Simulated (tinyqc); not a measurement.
Worked calculation: sp3s* tight binding with spin-orbit coupling. Values are carried at full precision from step to step, so a last printed digit may differ when a step is redone from the rounded ones.

sp3s* tight binding, nearest neighbours only: anion (a) at 0, cation (c) at a/4 (1,1,1), orbitals s, px, py, pz, s* on each; k in units of 2 pi/a. With phases e_j = exp(i (pi/2) k.n_j) for n = (1,1,1), (1,-1,-1), (-1,1,-1), (-1,-1,1): g0 = (e1+e2+e3+e4)/4, g1 = (e1+e2-e3-e4)/4, g2 = (e1-e2+e3-e4)/4, g3 = (e1-e2-e3+e4)/4. The diagonal holds the levels Esa, Epa, Exa (s*) and Esc, Epc, Exc. Anion-cation block: <sa|sc> = Vss g0; <sa|xc> = Vsapc g1; <xa|sc> = -Vscpa g1; <xa|xc> = Vxx g0; <xa|yc> = <ya|xc> = Vxy g3, <xa|zc> = <za|xc> = Vxy g2, <ya|zc> = <za|yc> = Vxy g1; <s*a|xc> = Vxapc g1; <xa|s*c> = -Vpaxc g1; y and z take g2 and g3 in place of g1; s-s* and s*-s* vanish.

Constants: hbar^2/2m0 = 3.80998211 eV angstrom^2.

Values chosen for the exercise (near a published set for Ge, fitted to gaps, whose masses and valley positions are rough; spin-orbit coupling, where it is added without a refit, lifts the valence top and shrinks all gaps by about a third of the splitting; not measured data): k = (0.56, 0, 0) 2 pi/a (wave vector); Esa = -5.887 eV (s level of the anion); Epa = 1.619 eV (p level of the anion); Esc = -5.887 eV (s level of the cation); Epc = 1.619 eV (p level of the cation); Exa = 6.357 eV (s* level of the anion); Exc = 6.357 eV (s* level of the cation); Vss = -6.823 eV (s-s); Vxx = 1.618 eV (px-px); Vxy = 4.907 eV (px-py); Vsapc = 5.487 eV (s anion, p cation); Vscpa = 5.487 eV (s cation, p anion); Vxapc = 5.252 eV (s* anion, p cation); Vpaxc = 5.252 eV (p anion, s* cation); Da = 0.281 eV (atomic spin-orbit splitting, anion); Dc = 0.281 eV (the same, cation); a = 5.655 angstrom (lattice constant).

## Phase sums

Form g0 to g3 at this k.

g0, g1, g2, g3: 0.63742  0.77051i  0.00000  0.00000

## The Hamiltonian without spin-orbit coupling

Fill in the 10 x 10 matrix.

H(k) (eV):
```
           sa       xa        ya        za       s*a        sc       xc       yc       zc       s*c
sa    -5.8870        0         0         0         0   -4.3491  4.2278i        0        0         0
xa          0   1.6190         0         0         0  -4.2278i   1.0314        0        0  -4.0467i
ya          0        0    1.6190         0         0         0        0   1.0314  3.7809i         0
za          0        0         0    1.6190         0         0        0  3.7809i   1.0314         0
s*a         0        0         0         0    6.3570         0  4.0467i        0        0         0
sc    -4.3491  4.2278i         0         0         0   -5.8870        0        0        0         0
xc   -4.2278i   1.0314         0         0  -4.0467i         0   1.6190        0        0         0
yc          0        0    1.0314  -3.7809i         0         0        0   1.6190        0         0
zc          0        0  -3.7809i    1.0314         0         0        0        0   1.6190         0
s*c         0  4.0467i         0         0         0         0        0        0        0    6.3570
```

## Levels at this k

Diagonalise H, which belongs to k = (0.56, 0, 0) (2 pi/a). Four bands are filled (two electrons each); give the make-up of band 5, the lowest empty one.

levels (eV): -11.5785  -5.4144  -2.3001  -2.3001  1.1069  1.9640  5.5381  5.5381  8.8572  9.2428

weights of band 5: s 0.080, p 0.577, s* 0.343

weight of band 5 on atom a = 0.500

The vertical gap at this k is 3.4070 eV; band 5 is mostly p-like.

## Levels at Gamma

Spin-orbit coupling acts within the p shell of each atom as (D/3) L.sigma, D = Da or Dc: it puts four states at Ep + D/3 and two at Ep - 2D/3.

At k = 0 only g0 = 1 is left and H falls into 2 x 2 blocks [[E_a, V], [V, E_c]] with roots (E_a + E_c)/2 -/+ sqrt(((E_a - E_c)/2)^2 + V^2); the s* levels stay uncoupled. The direct gap runs from the highest lower root of the p blocks to the lowest upper root.

Blocks at Gamma (eV):
```
block               E_a      E_c        V  lower root  upper root
s (Gamma6)      -5.8870  -5.8870  -6.8230    -12.7100      0.9360
p 3/2 (Gamma8)   1.7127   1.7127   1.6180      0.0947      3.3307
p 1/2 (Gamma7)   1.4317   1.4317   1.6180     -0.1863      3.0497
```

direct gap at Gamma = 0.8413 eV

The lowest empty level at Gamma is s-like. The split-off band lies 0.2810 eV below the top, equal to the atomic value.

## Bands near the gap

Diagonalise at L = (1/2,1/2,1/2), X = (1,0,0), W = (1,1/2,0), K = (3/4,3/4,0) and at the fractions named between them; energies from the top of the valence band at Gamma; the matrix is 20 x 20 and 8 levels are filled.

Levels (eV):
```
k        level 3  level 5  level 7  level 8  level 9  level 10  level 11
L         -8.099   -1.834   -1.645   -1.645    0.676     0.676     2.315
L-G 0.5   -4.841   -1.146   -0.957   -0.957    1.119     1.119     2.862
G         -0.281    0.000    0.000    0.000    0.841     0.841     2.955
G-X 0.2   -1.678   -0.696   -0.571   -0.571    1.740     1.740     2.535
G-X 0.4   -3.827   -1.681   -1.607   -1.607    1.587     1.587     2.064
G-X 0.6   -5.913   -2.580   -2.538   -2.538    0.910     0.910     1.786
G-X 0.7   -6.873   -2.926   -2.896   -2.896    0.734     0.734     1.545
G-X 0.8   -7.761   -3.180   -3.161   -3.161    0.671     0.671     1.287
G-X 0.9   -8.573   -3.335   -3.326   -3.326    0.713     0.713     1.044
X         -9.306   -3.384   -3.384   -3.384    0.844     0.844     0.844
W         -9.281   -3.432   -3.337   -3.337    0.808     0.808     0.880
K         -8.848   -3.637   -2.900   -2.900    0.759     0.759     1.036
K-G 0.5   -5.578   -2.445   -1.106   -1.106    1.460     1.460     2.058
```

On these points the lowest empty level is lowest at G-X 0.8, 0.671 eV above the top.

## Valleys and masses

The lowest conduction level (mean of the pair) at Gamma, at its minimum on (x,0,0) for x from 0.5 to 1, and at the point L (L, and X where the search ends there, need not be minima in this model; a zero or negative inverse mass shows it). Inverse masses m0/m = (E(+h) + E(-h) - 2 E)/(2 c q^2) with c = hbar^2/2m0, q = h 2 pi/a, h = 0.002; longitudinal along the valley axis ([100] at Gamma and Delta, [111] at L), transverse along [010] or [1-10]. A dash: the next level lies within 0.15 eV, so a single mass has no use there.

Valleys:
```
valley  x (2 pi/a)  E - Ev (eV)  m0/m_l  m0/m_t
Gamma       0.0000       0.8413   15.41   15.41
Delta       0.8080       0.6706    1.11    0.52
L           0.5000       0.6757    0.42    1.29
```

Of these three the lowest is the Delta line, which makes the gap indirect, 0.6706 eV. The unshifted set has its lowest valley at L, so the random shifts have changed the order. At Delta m0/m_t is 0.52. This nearest-neighbour model is fitted to gaps: it places the Delta minimum and the masses at Delta and L only roughly (transverse masses can be several times too heavy), and since its bands are flat from X to W the transverse mass grows too heavy towards X; d orbitals or second neighbours cure this.

## Checks

- Direct gap at Gamma from the blocks against the full matrix: both 0.841333.

tinyqc: `OMP_NUM_THREADS=1 python tinyqc.py 1450325 1450326 out.jsonl`; about 0.2 s, one thread, shared Intel(R) Xeon(R) Processor @ 2.30GHz.
